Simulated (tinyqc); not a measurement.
# Voltage drop against the pad pitch

A grid of 25 by 25 nodes with segments Rx (rows) and Ry (columns); every node draws I1 and the central node kh I1; pads with resistance Rp sit at the nodes whose row and column are multiples of the pitch, counting from 0. The drops u = Vdd - V follow from G u = i, with G the conductance matrix and i the load currents, solved directly.

Inputs (values chosen for the exercise): supply voltage Vdd = 1 V; resistance of a horizontal segment Rx = 0.37 ohm; resistance of a vertical segment Ry = 0.54 ohm; resistance from a pad node to the supply Rp = 0.14 ohm; factor on the load at the hot node kh = 1; load current of a node in the large grid I1 = 0.13 mA.

Voltage drop against the pad pitch:

| pitch (nodes) | pads | worst drop (mV) | mean drop (mV) | largest drop at a pad (mV) | largest pad current (mA) | worst drop over Vdd (%) |
|---|---|---|---|---|---|---|
| 1 | 625 | 0.01820 | 0.01820 | 0.01820 | 0.1300 | 0.001820 |
| 2 | 169 | 0.1319 | 0.1030 | 0.07279 | 0.5199 | 0.01319 |
| 3 | 81 | 0.3093 | 0.2537 | 0.1632 | 1.166 | 0.03093 |
| 4 | 49 | 0.5916 | 0.4719 | 0.2861 | 2.044 | 0.05916 |
| 6 | 25 | 1.359 | 1.103 | 0.6089 | 4.349 | 0.1359 |
| 8 | 16 | 2.427 | 1.975 | 0.9781 | 6.986 | 0.2427 |
| 12 | 9 | 4.965 | 4.367 | 1.978 | 14.13 | 0.4965 |
| 24 | 4 | 17.93 | 15.84 | 2.844 | 20.31 | 1.793 |

The worst drop goes from 0.0182 to 17.9 mV while the number of pads falls from 625 to 4; between the last two rows it goes as pitch^(1.85). The largest drop at a pad is 100 % of the worst drop in the first row and 15.9 % in the last; the rest falls along the wires.

tinyqc, about 0.3 s, one thread, Intel Xeon 2.30GHz (shared host): `OMP_NUM_THREADS=1 python tinyqc.py 2770195 2770196 out.jsonl`
